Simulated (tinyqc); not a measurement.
Worked calculation: nudged elastic band on a two-dimensional model surface. Computed by tinyqc, a small Python program that keeps every step. Command: `OMP_NUM_THREADS=1 python tinyqc.py 3017899 3017900 out.jsonl neb walk`. One thread of a shared host (Intel(R) Xeon(R) Processor @ 2.30GHz), about 0.2 s of CPU time with the checks. Intermediate numbers are printed to about 6 digits and carried at full precision; extremes and crossings named in words are read from the listed rows.

V(x, y) = -A (cos kx + cos ky) - B cos kx cos ky + (C sin ky + S sin kx)(1 - cos kx), k = 2 pi/a; the atom hops from the minimum at (0, 0) to that at (a, 0).

Inputs (values chosen for the exercise, for a model surface): amplitude A = 0.25 eV; amplitude B = 0.12 eV; skew C = 0.095 eV; asymmetry S = -0.029 eV; period a = 4 angstrom; movable images n = 3; spring constant k_s = 0.24 eV/angstrom^2; step factor eta = 0.49 angstrom^2/eV; iteration cap = 600.

Surface: adatom on a square lattice. Climbing image: on.

## Stationary points

Newton steps x(new) = x - H^-1 grad V (moves limited to 0.3 angstrom) from (0, 0), (a, 0) and (a/2, 0) give the two minima and the saddle.

positions (angstrom), rows start, end, saddle, columns x, y:
$$\begin{pmatrix}
0.00000 & 0.00000 \\
4.00000 & 0.00000 \\
2.14420 & -0.60720
\end{pmatrix}$$

energies (eV): start -0.620000, end -0.620000, saddle 0.026495

barrier from the start = 0.646495 eV

## Straight-line start

Images are spaced evenly on the line between the minima.

images at the start (angstrom), rows image 1, image 2, image 3, columns x, y:
$$\begin{pmatrix}
1 & 0 \\
2 & 0 \\
3 & 0
\end{pmatrix}$$

energies above the start (eV): [0.341, 0.740, 0.399]

The highest image lies +0.0935 eV from the true barrier.

## Iteration 1

Tangent at image i: towards the higher neighbour if the energies rise or fall through i; at a maximum or minimum, tau = t+ dmax + t- dmin if V(i+1) > V(i-1), else t+ dmin + t- dmax, with t+ = R(i+1) - R(i), t- = R(i) - R(i-1) and dmax, dmin the larger and smaller of |V(i+1) - V(i)| and |V(i-1) - V(i)|; then normalise. Force F = -grad V + (grad V.tau) tau + k_s (|t+| - |t-|) tau. With a climbing image, the highest image feels instead F = -grad V + 2 (grad V.tau) tau and no spring. Update R(new) = R + eta F; the end points stay fixed.

unit tangents, rows image 1, image 2, image 3, columns x, y:
$$\begin{pmatrix}
1 & 0 \\
1 & 0 \\
1 & 0
\end{pmatrix}$$

forces (eV/angstrom), rows image 1, image 2, image 3, columns x, y:
$$\begin{pmatrix}
0.000000 & -0.149226 \\
0.091106 & -0.298451 \\
0.000000 & -0.149226
\end{pmatrix}$$

images after iteration 1 (angstrom), rows image 1, image 2, image 3, columns x, y:
$$\begin{pmatrix}
1.00000 & -0.07312 \\
2.04464 & -0.14624 \\
3.00000 & -0.07312
\end{pmatrix}$$

## Iteration 2

The formulas are those given above.

unit tangents, rows image 1, image 2, image 3, columns x, y:
$$\begin{pmatrix}
0.997559 & -0.069825 \\
0.999981 & 0.006213 \\
0.997084 & 0.076314
\end{pmatrix}$$

forces (eV/angstrom), rows image 1, image 2, image 3, columns x, y:
$$\begin{pmatrix}
0.000948 & -0.139512 \\
0.055576 & -0.242980 \\
0.022052 & -0.148115
\end{pmatrix}$$

images after iteration 2 (angstrom), rows image 1, image 2, image 3, columns x, y:
$$\begin{pmatrix}
1.00046 & -0.14148 \\
2.07187 & -0.26530 \\
3.01081 & -0.14570
\end{pmatrix}$$

## All iterations

Start on the straight line; stop when the largest force is below 1e-4 or above 1e6 eV/angstrom.

Course of the band:
```
iteration  highest image (eV)  largest force (eV/angstrom)
1                    0.740000                  3.12047e-01
2                    0.703362                  2.49255e-01
3                    0.678687                  1.91725e-01
4                    0.663886                  1.43409e-01
5                    0.655616                  1.05420e-01
6                    0.651187                  7.67249e-02
7                    0.648876                  5.55312e-02
8                    0.647690                  4.00641e-02
9                    0.647089                  2.88475e-02
...                       ...                          ...
24                   0.646495                  6.47229e-04
25                   0.646495                  5.05432e-04
26                   0.646495                  3.93993e-04
27                   0.646495                  3.06592e-04
28                   0.646495                  2.38183e-04
29                   0.646495                  1.84743e-04
30                   0.646495                  1.43078e-04
31                   0.646495                  1.10651e-04
32                   0.646495                  8.54590e-05
```

Band at the end:
```
image  x (angstrom)  y (angstrom)    E (eV)
0           0.00000      0.000000  0.000000
1           1.04833     -0.386888  0.351726
2           2.14418     -0.607191  0.646495
3           3.09460     -0.372701  0.339526
4           4.00000      0.000000  0.000000
```

energy of the highest image = 0.646495 eV

iterations = 32

largest force at the end = 8.54590e-05 eV/angstrom

Converged in 32 iterations. The climbing image sits on the saddle, so its energy is the barrier.

## Plain band against climbing image

Images are counted without the end points, and convergence is judged on the largest force on an image. Each run starts on the straight line with the same k_s and eta, for at most 1500 iterations; errors are against the Newton saddle; a dash marks a run that did not reach 1e-4 eV/angstrom.

Error of the highest image (meV) and iterations:
```
images  plain, error  plain, iterations  climbing, error  climbing, iterations
2           -110.350                 22                0                    28
3             -6.607                 28                0                    32
4            -27.402                 29                0                    47
5             -6.562                 43                0                    50
6             -8.737                 49                0                    65
8             -2.886                 69                0                    71
10            -0.818                 92                0                    91
```

The plain band underestimates the barrier by 0.82 to 110.35 meV, depending on how near an image falls to the saddle (worst for 2 images, best for 10). The climbing image is within about 0.001 meV in every converged run, so few images suffice for the barrier.

Checks made by the program: climbing image against the Newton saddle (relative difference below 1e-10).
